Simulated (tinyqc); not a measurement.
Defect, radiative and Auger recombination at equal electron and hole densities (ABC model), step by step. Values are carried at full precision from step to step, so a last printed digit may differ when a step is redone from the rounded ones.

J/(e d) = Ae n + B n^2 + C n^3 with Ae = A + 4 S/w (four side walls, carriers spread evenly), e = 1.602176634e-19 C, lengths in cm; internal efficiency IQE = B n^2/(Ae n + B n^2 + C n^3); all injected carriers recombine in the layer.

Parameters, chosen for this exercise (orders of magnitude like those quoted for Si; the results hold for these values, not for the real material): A = 21000 1/s (defect rate); B = 7.3e-15 cm^3/s (radiative coefficient); C = 2.6e-30 cm^6/s (Auger coefficient); S = 0 cm/s (recombination velocity of the side walls); w = 2800 micrometre (side of the square mesa); d = 190000 nm (active thickness); J = 65 A/cm^2 (current density); ex = 0.06 (extraction efficiency); Eph = 1.12 eV (photon energy).

## The efficiency peak

IQE peaks at n_p = sqrt(Ae/C); with Q = B/sqrt(Ae C), IQE_max = Q/(Q + 2).

Ae = 2.100e+04 1/s
n_p = 8.987e+16 1/cm^3
Q = 0.03124
IQE_max = 0.0154
J at the peak = 11.7 A/cm^2

The side walls are taken as passivated.

## Carrier density at the given current

G = J/(e d). Newton steps from the smallest of G/Ae, sqrt(G/B) and (G/C)^(1/3); stop when the relative step is below 1e-9.

G = 2.135e+22 1/(cm^3 s)

Newton steps:
```
step  n (1/cm^3)   rate/G  relative step
1     2.0176e+17  1.21234         -0.066
2     1.8848e+17  1.01277        -0.0048
3     1.8757e+17  1.00006       -2.2e-05
4     1.8757e+17  1.00000       -4.3e-10
```

n = 1.876e+17 1/cm^3

The start is an upper bound and the function is convex, so the steps fall monotonically; 4 are needed.

## Shares, lifetimes and light

Shares of the three paths; lifetime n/G = 1/(Ae + B n + C n^2); differential lifetime 1/(Ae + 2 B n + 3 C n^2) and bandwidth 1/(2 pi tau_d); optical power density ex IQE J Eph/e.

shares: defect 0.1845, radiative 0.0120, Auger 0.8035

lifetime = 8.78e+03 ns
differential lifetime = 3.35e+03 ns
bandwidth = 0.0475 MHz
optical power density = 0.0525 W/cm^2

The Auger path is the largest; the device runs above its efficiency peak, where the defect and Auger shares are equal.

## Checks

- Density from Newton steps against bisection (1/cm^3): both 1.8757e+17.

Run: tinyqc, `OMP_NUM_THREADS=1 python tinyqc.py 1680445 1680446 out.jsonl`; Intel(R) Xeon(R) Processor @ 2.30GHz, one thread, shared host; about 0.01 s of CPU time with all checks.
